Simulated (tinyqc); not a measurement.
Doping from two capacitances.

Question. An abrupt p-n junction obeys 1/C^2 = 2 (Vbi - V)/(q eps0 eps_r Ne), Ne = Na Nd/(Na + Nd), Vbi = Vt ln(Na Nd/ni^2), V the bias of the p side. Na is known to be the larger doping. Find Ne, Vbi, Na and Nd.

Inputs (values chosen for the exercise): temperature T = 300 K; relative permittivity eps_r = 9.67.

Constants: q = 1.602176634e-19 C, kB = 1.380649e-23 J/K, Vt = kB T/q, eps0 = 8.8541878128e-14 F/cm where lengths are in cm. Results are converted to the units shown.

C at V = -0.1 and -5.2 V (nF/cm^2): 14.217676  8.7698325
ni = 7.4483570e-10 cm^-3

Solution. The slope of 1/C^2 against -V gives Ne and its intercept Vbi. Then Na Nd = ni^2 exp(Vbi/Vt) and Na + Nd = Na Nd/Ne, so both are roots of one quadratic.

Ne = 9.23e15 cm^-3
Vbi = 3.03 V
Na = 4.00e16 cm^-3
Nd = 1.20e16 cm^-3

Program tinyqc, `OMP_NUM_THREADS=1 python tinyqc.py 2000173 2000174 out.jsonl`; Intel Xeon 2.30GHz, shared host, one thread, about 0.02 s.
